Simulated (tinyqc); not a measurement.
# A finite superlattice with mass mismatch, transfer matrices: effects of single changes

One electron of energy E comes from the left lead (band edge 0); no transverse momentum. Parabolic bands, masses in units of m0, C = hbar^2/(2 m0); psi and psi'/m are continuous at every interface. N periods of a barrier d1 followed by a well Lw; the right lead equals the left one.

Values chosen for this exercise; masses and offsets close to those of InGaAs wells and InAlAs barriers:
```
symbol,value,unit,meaning
mL,0.04,m0,mass in the left lead
U1,0.53,eV,barrier height
m1,0.074,m0,barrier mass
d1,0.5,nm,barrier width
Lw,3.5,nm,"well width (edge 0, mass mL)"
N,4,,number of periods
```

Constants: q = 1.602176634e-19 C, hbar = 1.054571817e-34 J s, m0 = 9.1093837015e-31 kg, hbar^2/(2 m0) = 0.0380998212 eV nm^2. Results are converted to the units shown.

Each table varies one quantity; the others keep the values above.

## Lowest miniband against d1

For the pair (psi, psi'/m) a flat layer has M = [[cos kd, (m/k) sin kd], [-(k/m) sin kd, cos kd]] with k = sqrt(m (E - U)/C) above its edge U, and M = [[cosh Kd, (m/K) sinh Kd], [(K/m) sinh Kd, cosh Kd]] with K = sqrt(m (U - E)/C) below it. With x(E) = (M11 + M22)/2 of one period, the lowest miniband of the infinite superlattice runs from x = 1 to x = -1, and the mass at its bottom is -2 C (dx/dE)/(d1 + Lw)^2.

Result of one run:

| d1 (nm) | bottom (eV) | top (eV) | width (meV) | mass at the bottom (m0) |
|---|---|---|---|---|
| 0.7 | 0.07948 | 0.4232 | 343.7 | 0.04759 |

What becomes of these results when the barrier width d1 is changed from 0.7 to 0.9 nm, all else the same?

Result of the changed run:

| d1 (nm) | bottom (eV) | top (eV) | width (meV) | mass at the bottom (m0) |
|---|---|---|---|---|
| 0.9 | 0.09491 | 0.3748 | 279.9 | 0.05016 |

The whole series:

| d1 (nm) | bottom (eV) | top (eV) | width (meV) | mass at the bottom (m0) |
|---|---|---|---|---|
| 0.2 | 0.02775 | 0.6285 | 600.7 | 0.04200 |
| 0.4 | 0.05107 | 0.5274 | 476.3 | 0.04412 |
| 0.5 | 0.06133 | 0.4874 | 426.0 | 0.04523 |
| 0.6 | 0.07078 | 0.4529 | 382.2 | 0.04639 |
| 0.7 | 0.07948 | 0.4232 | 343.7 | 0.04759 |
| 0.8 | 0.08750 | 0.3973 | 309.8 | 0.04885 |
| 0.9 | 0.09491 | 0.3748 | 279.9 | 0.05016 |
| 1 | 0.1018 | 0.3551 | 253.3 | 0.05153 |

The width falls from 601 to 253 meV, the bottom rises from 0.0278 to 0.102 eV, and the mass at the bottom rises from 0.0420 to 0.0515 m0 (well mass 0.04). Thicker barriers weaken the coupling between wells, which narrows the band and makes it heavier. In 5 of the 8 rows a layer is thinner than 0.8 nm, a few atomic planes, where an effective mass is a rough description.

## Transmission against energy

The matrices are multiplied with later layers to the left. With M acting on (psi, psi'/m) and v = k/m in each lead, T(E) = 4 vL vR/[(vL vR M12 - M21)^2 + (vR M11 + vL M22)^2]. The last column is exp(-2 sum K d) over the layers with U > E.

Transmission against energy:

| E (eV) | T(E) | exp(-2 sum K d) |
|---|---|---|
| 0.042 | 0.023875 | 0.020359 |
| 0.125 | 0.79415 | 0.028792 |
| 0.208 | 0.97229 | 0.042285 |
| 0.291 | 0.88155 | 0.065527 |
| 0.374 | 0.92653 | 0.11060 |
| 0.457 | 0.43615 | 0.22176 |
| 0.54 | 0.25966 | 1.0000 |
| 0.623 | 0.24547 | 1.0000 |
| 0.705 | 0.33454 | 1.0000 |
| 0.788 | 0.58211 | 1.0000 |
| 0.871 | 0.92902 | 1.0000 |
| 0.954 | 0.97871 | 1.0000 |

What does the table show?

T(E) runs from 0.0239 at 0.042 eV to 0.979 at 0.954 eV; among the rows its largest value is 0.979 at 0.954 eV. In every row a layer is thinner than 0.8 nm, a few atomic planes, where an effective mass is a rough description.

Range of the model: Masses are held fixed, although real bands cease to be parabolic a few tenths of an eV from their edges (inside a barrier too).

Program tinyqc, `OMP_NUM_THREADS=1 python tinyqc.py 2560016 2560017 out.jsonl`; Intel Xeon 2.30GHz, shared host, one thread, about 0.01 s.
